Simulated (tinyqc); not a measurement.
Small-signal admittance of a forward-biased p+-n diode: one step of the calculation.

Holes injected into a neutral base of width wb with an ohmic contact at its end; low injection, p0 far above the equilibrium density. A small voltage v exp(i w t), w = 2 pi f, modulates the edge density by p0 v/Vt, and the small-signal density obeys Dp d2p/dx2 = (1/tau + i w) p.

Problem. The same by finite differences. 8 equal intervals, h = wb/8; u = small-signal density over its edge value, u_0 = 1, u_8 = 0; u_(i-1) + b u_i + u_(i+1) = 0 with b = -2 - h^2 (1/tau + i w)/Dp; Y = (q Dp p0/(Vt h)) (-b/2 - u_1), which includes the half box at the edge.

Parameters, values chosen for the exercise; permittivity close to that of silicon: temperature T = 300 K; hole diffusion coefficient Dp = 8.6 cm^2/s; hole lifetime tau = 7e-9 s; width of the neutral base wb = 0.27 um; excess hole density at the junction edge p0 = 1.5e14 cm^-3; signal frequency f = 4.9e8 Hz.

Constants: q = 1.602176634e-19 C, kB = 1.380649e-23 J/K, Vt = kB T/q. Results are converted to the units shown.

Wanted: b; u; Y on the mesh.

Solution.

b = -2.000-0.004i

```
node,u
1,0.8744-0.0089i
2,0.7490-0.0142i
3,0.6238-0.0165i
4,0.4988-0.0163i
5,0.3739-0.0140i
6,0.2492-0.0102i
7,0.1246-0.0053i
```

Y on the mesh = 297.7+25.9i S/cm^2

Computed by the program tinyqc: `OMP_NUM_THREADS=1 python tinyqc.py 2890166 2890167 out.jsonl`, one thread of a shared Intel Xeon 2.30GHz, about 0.01 s for the whole run.
